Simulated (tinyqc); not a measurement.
# Gate-all-around wire with two subbands, quantum capacitance: effect of the temperature

phi is the Fermi level above the lowest subband edge, in volts; Vg is counted from the gate voltage at which an empty wire would have phi = 0. Both directions of motion are filled (equilibrium).

N1 = gv sqrt(2 md m0 kB T/(pi hbar^2)); n1 = N1 F(phi/Vt), n2 = g2 N1 F((phi - E2)/Vt), n = n1 + n2, F(e) = (1/sqrt(pi)) int_0^infinity u^(-1/2) du/(1 + exp(u - e)); Cq = q dn/dphi = (q N1/Vt) [F'(phi/Vt) + g2 F'((phi - E2)/Vt)]. Cox = 2 pi eps0 eox/ln(1 + tox/rw) per length; Vg = phi + q n/Cox. 1/C_G = 1/Cox + 1/(Cq); dphi/dVg = Cox/(Cox + Cq).

Inputs (values chosen for the exercise):

| symbol | value | unit | meaning |
|---|---|---|---|
| eox | 21.7 |  | relative permittivity of the gate insulator (close to hafnium oxide) |
| tox | 3.6 | nm | insulator thickness |
| md | 0.24 | m0 | mass along the wire |
| gv | 4 |  | valley degeneracy |
| E2 | 0.23 | eV | second subband above the first |
| g2 | 2 |  | orbital degeneracy of the second subband |
| rw | 3.1 | nm | radius of the wire |
| Vg | 0.25 | V | gate voltage |

Constants: q = 1.602176634e-19 C, kB = 1.380649e-23 J/K, hbar = 1.054571817e-34 J s, m0 = 9.1093837015e-31 kg, Vt = kB T/q, eps0 = 8.8541878128e-14 F/cm where lengths are in cm. Results are converted to the units shown.

The same in every row: Cox (pF/cm) = 15.66.

Effect of the temperature:
```
T (K)  phi (V)  n (cm^-1)  Cq (pF/cm)  C_G (pF/cm)  dphi/dVg  share of the second band (%)
50     0.07328    1.728e7       19.00        8.585    0.4519                     6.881e-15
77     0.07345    1.726e7       19.10        8.607    0.4505                      3.031e-9
120    0.07390    1.722e7       19.42        8.671    0.4465                      1.859e-5
200    0.07531    1.708e7       20.18        8.819    0.4370                       0.01101
300    0.07724    1.689e7       20.64        8.905    0.4315                        0.2923
400    0.07812    1.680e7       20.88        8.950    0.4286                         1.514
500    0.07742    1.687e7       21.16        9.000    0.4254                         3.958
```

What does the table show?

As T goes from 50 to 500, Cq rises from 19.0 to 21.2 pF/cm, C_G/Cox rises from 0.548 to 0.575 and n goes from 1.73e7 through a minimum of 1.68e7 (at T = 400 among the rows listed) to 1.69e7 cm^-1. Cq exceeds Cox in every row, so the insulator is the tighter limit, though Cq still cuts C_G by up to 45 %.

tinyqc, about 0.01 s, one thread, Intel Xeon 2.30GHz (shared host): `OMP_NUM_THREADS=1 python tinyqc.py 2200048 2200049 out.jsonl`
